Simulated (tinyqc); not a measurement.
From one set of inputs to another, one input at a time: microkinetic model of a Langmuir-Hinshelwood surface reaction A + (1/2) B2 = AB with Bronsted-Evans-Polanyi barriers. Computed by tinyqc, a small Python program. Command: `OMP_NUM_THREADS=1 python tinyqc.py 3014675 3014676 out.jsonl microkin ladder`. One thread of a shared host (Intel(R) Xeon(R) Processor @ 2.30GHz), about 0.01 s of CPU time with the checks.

A adsorbs in equilibrium; B2 dissociates irreversibly on two free sites; adsorbed A and B react irreversibly and AB leaves at once. theta_A + theta_B + theta_* = 1.

The inputs printed are set A. Inputs not listed in the table keep their values of set A, so the rows need not describe a real material.

Inputs (values chosen for the exercise, for a model catalyst): adsorption energy of A, E_A = -0.714 eV; adsorption energy per B atom, E_B = -0.515 eV; entropy loss of A, S_A = 1.4 meV/K; entropy loss of B2, S_B = 1.5 meV/K; slope a1 of the dissociation barrier = 0.67; intercept b1 = 1.5 eV; slope a2 of the reaction barrier = 0.29; intercept b2 = 0.26 eV; pressure p_A = 0.83 bar; pressure p_B = 0.011 bar; temperature T = 775 K.

Constants: k_B = 8.617333262e-05 eV/K; hbar = 6.582119569e-16 eV s.

Method. K_A = exp(-(E_A + T S_A)/(k_B T)) per bar; barriers E1 = max(b1 + a1 2 E_B, 0), E2 = b2 - a2 (E_A + E_B); k1 = (k_B T/h) exp(-S_B/k_B) exp(-E1/(k_B T)) per bar, k2 = (k_B T/h) exp(-E2/(k_B T)), h = 2 pi hbar. theta_A = K_A p_A theta_*; 2 k1 p_B theta_*^2 = k2 theta_A theta_B, so theta_B = w theta_* with w = 2 k1 p_B/(k2 K_A p_A); theta_* = 1/(1 + K_A p_A + w); rate r = k2 theta_A theta_B.

Each row keeps all changes above it:
```
input moved                               from      to  theta_*  theta_A    theta_B
set A                                        -       -   0.9968   0.0032  1.039e-08
adsorption energy per B atom, E_B (eV)  -0.515  -0.935   0.9965   0.0032  2.940e-04
pressure p_B (bar)                       0.011    0.15   0.9928   0.0032  3.995e-03
adsorption energy of A, E_A (eV)        -0.714  -0.942   0.9108   0.0888  3.246e-04
intercept b1 (eV)                          1.5     1.1   0.8993   0.0877  1.296e-02
entropy loss of A, S_A (meV/K)             1.4     1.6   0.8648   0.0083  1.270e-01
intercept b2 (eV)                         0.26    0.35   0.6351   0.0061  3.588e-01
temperature T (K)                          775     525   0.1074   0.8494  4.318e-02
```

Where does the difference come from?

theta_* goes from 0.997 to 0.107, a factor 0.108 in all. The largest single move comes from temperature T (a factor 0.169). theta_A goes from 0.00320 to 0.849, a factor 265 in all. The largest single move comes from temperature T (a factor 140), and entropy loss of A, S_A works against it (a factor 0.0944). theta_B goes from 1.04e-8 to 0.0432, a factor 4.16e6 in all. The largest single move comes from adsorption energy per B atom, E_B (a factor 28300), and adsorption energy of A, E_A works against it (a factor 0.0813). The single moves hold for this order of the switches; the total does not depend on the order.

Caution (rows intercept b1, entropy loss of A, S_A, intercept b2, temperature T): the linear relation gives a negative E1, which is set to zero: dissociation is not activated.

Extremes, crossings and ranges named in words are read from the listed rows.
